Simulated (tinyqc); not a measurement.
Ferroelectric switching, Landau-Khalatnikov equation: one step of the calculation.

One domain: rho dP/dt = E - (2 al P + 4 be P^3), with al = -3 sqrt(3) Ec/(4 Pr), be = 3 sqrt(3) Ec/(8 Pr^3), so that the static loop has remanence Pr and coercive field Ec. With P in uC/cm^2, E in kV/cm, rho in ohm m and t in ns, dP/dt = [E - 2 al P - 4 be P^3]/(100 rho).

Question. Landau coefficients and time scales. al = -3 sqrt(3) Ec/(4 Pr), be = 3 sqrt(3) Ec/(8 Pr^3). Relaxation time at remanence tau = 100 rho/(-4 al); final state: the largest root Pf of 2 al P + 4 be P^3 = Em; relaxation time there 100 rho/(2 al + 12 be Pf^2).

Parameters, values chosen for the exercise; remanent polarisation and coercive field close to those of doped hafnium oxide films:
```
symbol  value     unit                        meaning
Pr         21  uC/cm^2          remanent polarisation
Ec       1200    kV/cm          static coercive field
rho       3.2    ohm m  viscosity of the polarisation
Em       3500    kV/cm                field amplitude
```

Give: al; be; tau; Pf; relaxation time at Pf.

Answer.

al = -74.231 kV cm/uC
be = 0.084162 kV cm^5/uC^3
tau = 1.0777 ns
Pf = 28.407 uC/cm^2
relaxation time at Pf = 0.48009 ns

tinyqc, about 0.07 s, one thread, Intel Xeon 2.30GHz (shared host): `OMP_NUM_THREADS=1 python tinyqc.py 2860066 2860067 out.jsonl`
